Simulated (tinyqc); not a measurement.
## Landau coefficient from the swing

Question. Below threshold and near Q = 0, a ferroelectric film of thickness tf changes the swing n Vt ln 10 by the factor 1 + 2 al tf Cp, and al = -3 sqrt(3) Ec/(4 Pr) (1 nm times 1 kV/cm is 1e-4 V). Find n, al and Pr.

Values chosen for this exercise: temperature T = 300 K; coercive field Ec = 1500 kV/cm; overlap capacitance per gate area Cp = 1.09 uF/cm^2.

Constants: q = 1.602176634e-19 C, kB = 1.380649e-23 J/K, Vt = kB T/q. Results are converted to the units shown.

swing without the film and with tf = 3 nm (mV/decade): 62.502751  55.261771

Solution. The first swing gives n, the ratio of the two gives al, and Ec then gives Pr.

n = 1.050
al = -177.1 kV cm/uC
Pr = 11.00 uC/cm^2

Program tinyqc, `OMP_NUM_THREADS=1 python tinyqc.py 2860015 2860016 out.jsonl`; Intel Xeon 2.30GHz, shared host, one thread, about 0.02 s.
